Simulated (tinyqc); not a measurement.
# Reverse leakage of an n+-p junction: diffusion, generation, trap-assisted and band-to-band tunnelling, step by step

Computed by the program tinyqc: `OMP_NUM_THREADS=1 python tinyqc.py 2290041 2290042 out.jsonl`, one thread of a shared Intel Xeon 2.30GHz, about 0.01 s for the whole run. Printed values are rounded; ~0 in a residual or rate marks an entry under 1e-11 of the largest of its column.

One-sided abrupt junction in the depletion approximation, x from the junction (0) to W on the p side, field F = F0 (1 - x/W). Flat quasi-Fermi levels, long p side. Traps generate through SRH with both lifetimes shortened by 1 + Gamma (Hurkx enhancement, form for moderate fields); band-to-band generation is local and needs a total bending above Eg.

Inputs (values chosen for the exercise); band and dielectric values close to those of silicon: temperature T = 300 K; band gap Eg = 1.11 eV; relative permittivity eps_r = 11.9; conduction-band density of states at T Nc = 2.84e19 cm^-3; valence-band density of states at T Nv = 2.67e19 cm^-3; acceptor density of the lighter side Na = 6e17 cm^-3; donor density of the heavier side Nd = 1e20 cm^-3; SRH lifetime of both carriers at zero field tau = 8e-8 s; trap level above the intrinsic level Et = 0 eV; tunnelling mass mt = 0.27 m0; electron diffusion coefficient on the lighter side Dn = 12 cm^2/s; band-to-band prefactor Ab = 3.9e14 cm^-0.5 V^-2.5 s^-1; band-to-band field constant Bb = 1.96e7 V/cm; reverse bias VR = 0.5 V.

Constants: q = 1.602176634e-19 C, kB = 1.380649e-23 J/K, hbar = 1.054571817e-34 J s, m0 = 9.1093837015e-31 kg, Vt = kB T/q, eps0 = 8.8541878128e-14 F/cm where lengths are in cm. Results are converted to the units shown.

Range of the model: The n+ side is degenerate, so Vbi from Boltzmann statistics is only a guide.

## Field, scales and diffusion current

ni = sqrt(Nc Nv) exp(-Eg/(2 Vt)), Eg in volts; Vbi = Vt ln(Na Nd/ni^2); W = sqrt(2 eps0 eps_r (Vbi + VR)/(q Na)); F0 = 2 (Vbi + VR)/W; FG = sqrt(24 mt m0 (kB T)^3)/(q hbar); J_diff = q ni^2 sqrt(Dn/tau)(1 - exp(-VR/Vt))/Na.

ni = 1.30715e10 cm^-3
Vbi = 1.04442 V
W = 58.1855 nm
F0 = 530.861 kV/cm
FG = 383.312 kV/cm
J_diff = 5.58798e-13 A/cm^2

## Generation rates across the layer

u = (Vbi + VR)(1 - x/W)^2, p = Na exp(-u/Vt), n = Nd exp((u - Vbi - VR)/Vt); G0 = ni^2 (1 - exp(-VR/Vt))/(tau (n + p + 2 ni cosh(Et/Vt))); Gamma = 2 sqrt(3 pi)(F/FG) exp((F/FG)^2); trap-assisted part G0 Gamma; G_bb = Ab F^2.5 exp(-Bb/F) with F in V/cm, zero unless Vbi + VR > Eg. 16 equal steps.

x, point 0 to 16 (nm): [0.0000, 3.6366, 7.2732, 10.9098, 14.5464, 18.1830, 21.8196, 25.4562, 29.0928, 32.7294, 36.3659, 40.0025, 43.6391, 47.2757, 50.9123, 54.5489, 58.1855]
F, point 0 to 16 (kV/cm): [530.861, 497.682, 464.503, 431.325, 398.146, 364.967, 331.788, 298.609, 265.431, 232.252, 199.073, 165.894, 132.715, 99.536, 66.358, 33.179, 0.000]
Gamma, point 0 to 16: [57.8878, 43.0218, 32.3119, 24.5089, 18.7592, 14.4739, 11.2425, 8.77568, 6.86772, 5.37047, 4.17604, 3.20473, 2.39660, 1.70561, 1.09527, 0.535461, 0]
G0, point 0 to 16 (cm^-3 s^-1): [2.13580e7, 2.96042e10, 2.57225e13, 1.19689e16, 8.03275e16, 8.16893e16, 8.15595e16, 7.15526e16, 9.62210e15, 3.27886e14, 1.58438e13, 1.21649e12, 1.48929e11, 2.90765e10, 9.05319e9, 4.49528e9, 3.55966e9]
G0 Gamma, point 0 to 16 (cm^-3 s^-1): [1.23637e9, 1.27363e12, 8.31144e14, 2.93343e17, 1.50688e18, 1.18236e18, 9.16932e17, 6.27923e17, 6.60818e16, 1.76090e15, 6.61643e13, 3.89850e12, 3.56924e11, 4.95933e10, 9.91565e9, 2.40705e9, 0]
G_bb, point 0 to 16 (cm^-3 s^-1): [7.39374e12, 5.36804e11, 2.71156e10, 8.77239e8, 1.62792e7, 1.49131e5, 546.729, ~0, ~0, ~0, ~0, ~0, ~0, ~0, ~0, ~0, 0]

## Current components

Each current is q times the trapezoid sum of its rate; J adds J_diff; J_bb under 1e-8 of the sum is given as 0.

J_SRH = 1.96405e-8 A/cm^2
J_TAT = 2.67795e-7 A/cm^2
J_bb = 2.48305e-13 A/cm^2
J = 2.87437e-7 A/cm^2

A fine grid gives J = 2.955e-7 A/cm^2; the coarse sum is 2.7 % below it. On the fine grid the largest part is trap-assisted tunnelling (93.2 %). The simple estimate q ni W/(2 tau cosh(Et/Vt)) is 3.82 times the fine-grid J_SRH of 1.996e-8 A/cm^2, since near both edges n or p is large enough to quench generation.
